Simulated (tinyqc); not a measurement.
Ballistic Schottky-barrier transistor with a one-dimensional channel, WKB contacts: barrier height from the temperature dependence.

Source Fermi level 0, drain Fermi level -Vd. Far from the contacts Ec = pn - psi, and the gate moves psi one to one; the band edges relax as exp(-x/lam) from pn at the source and pn - Vd at the drain; Ev = Ec - Eg. A carrier of energy w inside the channel band meets at a contact a barrier of height D (the contact edge beyond the channel edge): T = 1 for w >= D, else exp(-S), S = 4 lam sqrt(m/C) [sqrt(D - w) - sqrt(w) arctan sqrt((D - w)/w)], C = hbar^2/(2 m0). The two contacts combine as Ts Td/(Ts + Td - Ts Td).

I = g (2 q^2/h) int T(w) [f(Es + w) - f(Ed + w)] dw, f(y) = 1/(1 + exp(y/Vt)). Electrons: Ds = psi, Dd = psi - Vd, Es = Ec, Ed = Ec + Vd. Holes: Ds = -psi, Dd = Vd - psi, Es = -Ev, Ed = -Ev - Vd. The size of each current is taken; both flow from drain to source and add. The integrals are converged. The apparent barrier is -d ln(I_e/T^1)/d(q/kB T), taken between T - 10 K and T + 10 K for the electron current.

Values chosen for this exercise; channel values close to those of a silicon nanowire with silicide contacts: temperature T = 250 K; barrier for electrons at both contacts pn = 0.72 eV; electron mass mn = 0.2 m0; valleys or subbands g = 2; screening length at the contacts lam = 4.5 nm; drain bias Vd = 0.1 V.

Constants: q = 1.602176634e-19 C, kB = 1.380649e-23 J/K, hbar = 1.054571817e-34 J s, h = 6.62607015e-34 J s, m0 = 9.1093837015e-31 kg, Vt = kB T/q, hbar^2/(2 m0) = 0.0380998212 eV nm^2. Results are converted to the units shown.

Barrier height from the temperature dependence:
```
ps (V)  electrons (uA)  Ec (eV)  apparent barrier (eV)
-0.25         9.23e-20    0.970                  0.969
-0.18         2.38e-18    0.900                  0.899
-0.11         6.13e-17    0.830                  0.829
-0.04         1.58e-15    0.760                  0.759
0             1.01e-14    0.720                  0.719
0.1           5.83e-14    0.620                  0.672
0.17          1.88e-13    0.550                  0.634
0.24          6.63e-13    0.480                  0.589
0.31          2.57e-12    0.410                  0.539
0.38          1.10e-11    0.340                  0.485
0.45          5.12e-11    0.270                  0.429
```

For psi < 0 the channel edge is the highest point, and the apparent barrier follows Ec one to one (0.969 eV against 0.970). At flat band it is 0.719 eV (psi = 0 V), near pn = 0.72 eV. Beyond, the top stays at pn but tunnelling lowers the apparent value to 0.429 eV in the last row, so only the point where the line bends gives the true barrier.

Range of the model: No scattering, image-force lowering, channel charge or band-to-band tunnelling; parabolic kappa overstates S deep in the gap.

Numbers from tinyqc (`OMP_NUM_THREADS=1 python tinyqc.py 2390027 2390028 out.jsonl`; about 0.05 s on one thread of a shared Intel Xeon 2.30GHz).
